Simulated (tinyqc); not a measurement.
Inputs raised by 5 %, one at a time: electromigration in a confined line: Blech product, Korhonen stress evolution and Black's law. Computed by tinyqc, a small Python program. Command: `OMP_NUM_THREADS=1 python tinyqc.py 3013220 3013221 out.jsonl emigr sens`. One thread of a shared host (Intel(R) Xeon(R) Processor @ 2.30GHz), about 0.01 s of CPU time with the checks.

The electron wind pushes atoms from the cathode (x = 0) to the anode (x = L); blocking ends build a back stress (tension positive). The input rho is taken not to change with temperature. d sigma/dt = d/dx [kappa (d sigma/dx + G)], with zero flux at both ends and sigma = sigma_0 at t = 0.

Inputs (values chosen for the exercise, close to those used for ruthenium lines):
```
quantity                            value          unit
resistivity rho                      13.8  micro-ohm cm
atomic volume Omega                  13.6    angstrom^3
effective charge number Z*            1.2             -
prefactor D0                        9e-07         m^2/s
activation energy E                  1.37            eV
effective modulus B                    55           GPa
critical stress sigma_c               470           MPa
initial stress sigma_0                180           MPa
current density j                     4.4       MA/cm^2
line length L                          30            um
test temperature T                    310             C
time as a fraction of L^2/kappa, s  0.067             -
use temperature T_u                    85             C
use current density j_u               1.8       MA/cm^2
current exponent n                      1             -
```

Start: thermal stress.

Constants: e = 1.602176634e-19 C; k_B = 8.617333262e-05 eV/K; k_B = 1.380649e-23 J/K.

Method:
- G = Z* e rho j/Omega; D = D0 exp(-E/(k_B T)); kappa = D B Omega/(k_B T); drift velocity of an unconfined line v = D Z* e rho j/(k_B T). SI: 1 micro-ohm cm = 1e-8 ohm m, 1 MA/cm^2 = 1e10 A/m^2.
- Temperatures in kelvin are T(C) + 273.15.
- At steady state sigma(x) = sigma_0 + G (L/2 - x). A void forms only if the cathode stress reaches sigma_c, that is if j L exceeds (j L)_c = 2 Omega (sigma_c - sigma_0)/(Z* e rho). Time scale tau = L^2/kappa.
- sigma(x, t) = sigma_0 + G L [1/2 - x/L - 4 sum_(m odd) cos(m pi x/L) exp(-m^2 pi^2 s)/(m pi)^2], s = t/tau, summed to m = 399.
- The terms at x = 0 are 4 exp(-m^2 pi^2 s)/(m pi)^2; tau = L^2/kappa.
- Solve sigma(0, t) = sigma_c for s; the semi-infinite estimate is t = (pi/kappa) ((sigma_c - sigma_0)/(2 G))^2.
- Median life t50 = A j^(-n) exp(E/(k_B T)); acceleration factor = t50(use)/t50(test) = (j/j_u)^n exp[(E/k_B)(1/T_u - 1/T)].

Runs; columns: (1) input moved; (2) from; (3) to; (4) nucleation time (h); (5) critical product (j L)_c (A/cm); (6) cathode stress at time s (MPa); (7) acceleration factor:
```
(1)                               (2)       (3)    (4)   (5)    (6)        (7)
base run                            -         -  20.60  2973  928.5  6.705e+07
resistivity rho (micro-ohm cm)   13.8     14.49  18.69  2831  966.0  6.705e+07
effective charge number Z*        1.2      1.26  18.69  2831  966.0  6.705e+07
prefactor D0 (m^2/s)            9e-07  9.45e-07  19.62  2973  928.5  6.705e+07
activation energy E (eV)         1.37    1.4385  80.53  2973  928.5  1.579e+08
critical stress sigma_c (MPa)     470     493.5  24.08  3214  928.5  6.705e+07
line length L (um)                 30      31.5  20.60  2973  966.0  6.705e+07
```

Exponents ln(y'/y) / ln(x'/x):
```
input                       nucleation time  critical product (j L)_c  cathode stress at time s  acceleration factor
resistivity rho                      -2.000                    -1.000                      0.81                0.000
effective charge number Z*           -2.000                    -1.000                      0.81                0.000
prefactor D0                         -1.000                     0.000                      0.00                0.000
activation energy E                  27.939                     0.000                      0.00               17.552
critical stress sigma_c               3.194                     1.597                      0.00                0.000
line length L                         0.000                     0.000                      0.81                0.000
```

Which inputs matter most for each result?

Among the inputs moved here: nucleation time answers most in size to activation energy E (exponent +27.939), next to critical stress sigma_c (+3.194); its exponent is below 0.0005 for line length L. Its exponent -1.000 in prefactor D0: all times scale as 1/kappa. Its exponent 0.000 in line length L: the far end is not felt. Critical product (j L)_c answers most in size to critical stress sigma_c (exponent +1.597), next to resistivity rho (-1.000); its exponent is below 0.0005 for prefactor D0, activation energy E, line length L. Its exponent -1.000 in resistivity rho: the field is rho j. Its exponent -1.000 in effective charge number Z*: a stronger wind needs less current. Cathode stress at time s answers most in size to resistivity rho (exponent +0.810), and about equally to effective charge number Z* (+0.810), line length L (+0.810); its exponent is below 0.0005 for prefactor D0, activation energy E, critical stress sigma_c. Acceleration factor answers most in size to activation energy E (exponent +17.552); its exponent is below 0.0005 for resistivity rho, effective charge number Z*, prefactor D0, critical stress sigma_c, line length L.

Caution (all rows): the stress exceeds sigma_c: a void would already have formed and relaxed it, so the value is formal. Caution (all rows): an acceleration factor above a million assumes one mechanism over a range that no test covers.
